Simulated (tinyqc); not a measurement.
Scattering of inversion-layer electrons by surface optical phonons of the gate insulator (remote phonon scattering): one step, computed by the program tinyqc. Command: `OMP_NUM_THREADS=1 python tinyqc.py 3110593 3110594 out.jsonl sophonon walk`. One thread of a shared host (Intel(R) Xeon(R) Processor @ 2.30GHz), about 0.02 s of CPU time with the checks.

One subband with the Fang-Howard envelope; insulator and channel are half-spaces, the gate is far away, and an interlayer only moves the polar surface away by t (its own modes and its permittivity contrast are left out).

Task: Surface modes and strengths. eps(w) = eps_inf + (eps_0s - eps_i) w1^2/(w1^2 - w^2) + (eps_i - eps_inf) w2^2/(w2^2 - w^2). Surface modes solve eps(w) + eps_s = 0, a quadratic in w^2; the strength of a mode is g = 2/(w d eps/dw). Occupation N = 1/(exp(hbar w/(k_B T)) - 1).

Inputs (values chosen for the exercise, modelled on HfO2 on silicon): static constant of the insulator eps_0s = 22.2; intermediate constant eps_i = 6.54; optical constant eps_inf = 5.05; hbar omega_TO1 = 12.4 meV; hbar omega_TO2 = 49.2 meV; constant of the channel eps_s = 11.7; temperature T = 150 K.

Constants: k_B = 8.617333262e-05 eV/K.

Give: hbar omega_SO; strengths g; occupations N; hbar omega g (2 N + 1).

Result:

hbar omega_SO (meV): 1 16.863, 2 51.470

strengths g: 1 0.024769, 2 0.005434

occupations N: 1 0.37229, 2 0.01901

hbar omega g (2 N + 1) (meV): 1 0.72867, 2 0.29030

The lower mode has the larger hbar omega g N, the prefactor of absorption before the dependence on q: 0.155 and 0.00532 meV.
